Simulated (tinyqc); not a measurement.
# Hot electrons in a saturated n-channel MOSFET, lucky-electron model: effects of single changes

Beyond pinch-off the lateral field grows as Esat cosh(y/l) over the velocity-saturated region (pseudo-two-dimensional model). Impact ionisation in this region gives the substrate current, which biases the body forward through Rsub. Currents are per width. Local-field laws: they overstate ionisation when the field peak is narrower than an energy relaxation length.

Values chosen for this exercise; values close to those of silicon n-channel devices: channel length L = 0.35 um; oxide thickness tox = 7.1 nm; junction depth xj = 140 nm; threshold VT = 0.59 V; effective mobility mu = 320 cm^2/(V s); saturation velocity vs = 9.3e6 cm/s; ionisation prefactor Ai = 2e6 1/cm; ionisation field Bi = 1.73 MV/cm; resistance of the lightly doped drain Rd = 200 ohm um; substrate resistance Rsub = 3400 ohm um; fall of VT per volt of forward body bias kb = 0.41; lifetime exponent m = 3; lifetime constant Hl = 590 s uA/um; drain voltage Vd = 2.3 V; gate voltage Vg = 1.1 V.

Constants: eps0 = 8.8541878128e-14 F/cm where lengths are in cm. Results are converted to the units shown.

Each table varies one quantity; the others keep the values above.

## Effect of the resistance of the lightly doped drain

Cox = 3.9 eps0/tox, l = sqrt(3 tox xj), Esat = 2 vs/mu. Overdrive g = Vg - VT + kb Vb; Vdsat = g Esat L/(g + Esat L); Id = Cox vs (g - Vdsat); dV = Vd - Id Rd - Vdsat; Em = sqrt((dV/l)^2 + Esat^2); Isub = Id (Ai/Bi) l Em exp(-Bi/Em). Vb = Rsub Isub is solved self-consistently. Lifetime tau = (Hl/Id)(Isub/Id)^(-m); 1 year = 3.15576e7 s.

Effect of the resistance of the lightly doped drain:
```
Rd (ohm um)  Id (uA/um)  Em (MV/cm)  Isub (uA/um)  Isub/Id  tau (years)
0                 46.41      0.3512        0.7470  0.01610      0.09661
150               46.40      0.3500        0.7312  0.01576       0.1030
300               46.40      0.3487        0.7157  0.01542       0.1098
500               46.40      0.3471        0.6954  0.01499       0.1197
800               46.39      0.3445        0.6657  0.01435       0.1364
1200              46.38      0.3412        0.6275  0.01353       0.1628
1600              46.37      0.3379        0.5909  0.01274       0.1949
```

Read the table: what changes, and by how much?

As Rd goes from 0 to 1600 ohm um, Em falls from 0.351 to 0.338 MV/cm, Isub falls from 0.747 to 0.591 uA/um and tau rises from 0.0966 to 0.195 years. From the first row to the last, log10(tau) changes by 0.30: 0.30 from (Isub/Id)^(-m), which holds Em and l, and under 0.005 from 1/Id. The price is 0.0742 V dropped over Rd in the last row.

## Effect of the channel length

Same model as above.

Results:
```
L (um)  Id (uA/um)  Em (MV/cm)  Isub (uA/um)  Isub/Id  tau (years)
0.17         79.06      0.3612         1.500  0.01897      0.03463
0.25         60.22      0.3545         1.024  0.01700      0.06318
0.35         46.40      0.3496        0.7260  0.01565       0.1052
0.7          25.74      0.3422        0.3542  0.01376       0.2789
0.99         18.80      0.3397        0.2475  0.01316       0.4361
1.4          13.62      0.3378        0.1733  0.01273       0.6660
```

Estimate the missing row, L = 0.49 um.

Computed row:
```
L (um)  Id (uA/um)  Em (MV/cm)  Isub (uA/um)  Isub/Id  tau (years)
0.49         35.12      0.3455        0.5127  0.01460       0.1712
```

With this row back in the table: As L goes from 0.17 to 1.4 um, Em falls from 0.361 to 0.338 MV/cm, Isub falls from 1.50 to 0.173 uA/um and tau rises from 0.0346 to 0.666 years. From the first row to the last, log10(tau) changes by 1.3: 0.52 from (Isub/Id)^(-m), which holds Em and l, and 0.76 from 1/Id. At L = 0.17 um the saturated region takes over 60 % of L, so using the full L in Vdsat is rough.

## Effect of the junction depth

Same model as above.

Effect of the junction depth:
```
xj (nm)  Id (uA/um)  Em (MV/cm)  Isub (uA/um)    Isub/Id  tau (years)
56           47.236     0.54712        4.3690   0.092493    5.0021e-4
76           46.832     0.47100        2.6059   0.055643    0.0023173
100          46.587     0.41181        1.5334   0.032915     0.011253
140          46.403     0.34956       0.72603   0.015646      0.10519
190          46.313     0.30160       0.33152  0.0071582       1.1006
260          46.268     0.25960       0.13185  0.0028498       17.459
350          46.249     0.22569      0.048843  0.0010561       343.20
```

As xj goes from 56 to 350 nm, Em falls from 0.547 to 0.226 MV/cm, Isub falls from 4.37 to 0.0488 uA/um and tau rises from 5.00e-4 to 343 years. From the first row to the last, log10(tau) changes by 5.8: 5.8 from (Isub/Id)^(-m), which holds Em and l, and 0.0092 from 1/Id.

Computed by the program tinyqc: `OMP_NUM_THREADS=1 python tinyqc.py 2550105 2550106 out.jsonl`, one thread of a shared Intel Xeon 2.30GHz, about 0.01 s for the whole run.
